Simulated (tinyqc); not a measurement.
Inside a calculation: band gaps under pressure and temperature from deformation potentials. Values are carried at full precision from step to step, so a last printed digit may differ when a step is redone from the rounded ones.

Murnaghan: V/V0 = (1 + Bp P/B0)^(-1/Bp), B0 = (C11 + 2 C12)/3. Each gap moves by a ln(V/V0) with its volume potential a, and falls with temperature by aV T^2/(T + bV) (Varshni); the two effects are added. No change of phase is considered.

Inputs chosen for the exercise (near those of AlAs, the X and L potentials typical of such crystals; shifted at random, so the results belong to these values and not to a real crystal): C11 = 125.2 GPa; C12 = 54.2 GPa; Bp = 4.8 (pressure derivative of the bulk modulus); P = 1.1 GPa (pressure); Eg = 3.159 eV (gap at Gamma to the s-like level at 0 K, 0 GPa); EgX = 2.258 eV (gap to X at 0 K, 0 GPa); EgL = 2.433 eV (gap to L at 0 K, 0 GPa); aG = -8.17 eV (volume potential of the Gamma gap); aX = 1.31 eV (volume potential of the X gap); aL = -2.87 eV (volume potential of the L gap); aV = (0.913, 0.714, 0.623) meV/K (Varshni alpha of Gamma, X, L); bV = (554, 504, 204) K (Varshni beta of Gamma, X, L); T = 0 K (temperature); aT = 5.1 1e-6/K (linear thermal expansion near 300 K).

## Volume under pressure

Give B0, V/V0, ln(V/V0), the change of the lattice constant and the linear estimate -P/B0.

B0 = 77.87 GPa
V/V0 = 0.98642
ln(V/V0) = -0.01367
change of a = -0.455 %
-P/B0 = -0.01413

The stiffening under pressure makes the compression 3.2 % smaller than the linear estimate.

## Gaps at P and T

Give both shifts and the gaps.

pressure shifts (eV): Gamma 0.1117, X -0.0179, L 0.0392

temperature shifts (eV): Gamma 0.0000, X 0.0000, L 0.0000

gaps (eV): Gamma 3.2707, X 2.2401, L 2.4722

The lowest valley is X (indirect gap), 232 meV below L; at 0 K and 0 GPa it is X.

## Pressure coefficients

Expand in P: E = E0 + c1 P + c2 P^2 with c1 = -a/B0 and c2 = a Bp/(2 B0^2).

c1 (meV/GPa): Gamma 104.92, X -16.82, L 36.86

c2 (meV/GPa^2): Gamma -3.234, X 0.519, L -1.136

Gamma and L rise under pressure and X falls, as the signs of the volume potentials say.

## Pressures at which the valleys cross

Two gaps meet at ln(V/V0) = -(E_i - E_j)/(a_i - a_j), with the gaps at T and P = 0; then P = (B0/Bp)(exp(-Bp ln(V/V0)) - 1). A dash marks expansion or a compression beyond ln(V/V0) = -0.3.

Crossings:
```
pair     E_i - E_j (eV)  ln(V/V0)  P (GPa)
Gamma-X          0.9010    0.0950        -
Gamma-L          0.7260    0.1370        -
L-X              0.1750    0.0419        -
```

The lowest valley stays X down to ln(V/V0) = -0.3, far beyond the phase change of the real crystal near 12 GPa.

## How much of dE/dT is thermal expansion

At 300 K: dE/dT = -aV T (T + 2 bV)/(T + bV)^2; expansion alone gives 3 aT a; the rest is electron-phonon coupling.

dE/dT (meV/K): Gamma -0.5288, X -0.4334, L -0.5209

from expansion (meV/K): Gamma -0.1250, X 0.0200, L -0.0439

remainder (meV/K): Gamma -0.4038, X -0.4535, L -0.4770

Expansion supplies 24 % of the slope at Gamma and 8 % at L; at X it works against the fall.

## Checks

- Slope of the Gamma gap at P = 0 by finite differences against c1 (meV/GPa): both 104.92.

(tinyqc, `OMP_NUM_THREADS=1 python tinyqc.py 1050167 1050168 out.jsonl`, Intel(R) Xeon(R) Processor @ 2.30GHz, 1 thread, shared host, about 0.01 s.)
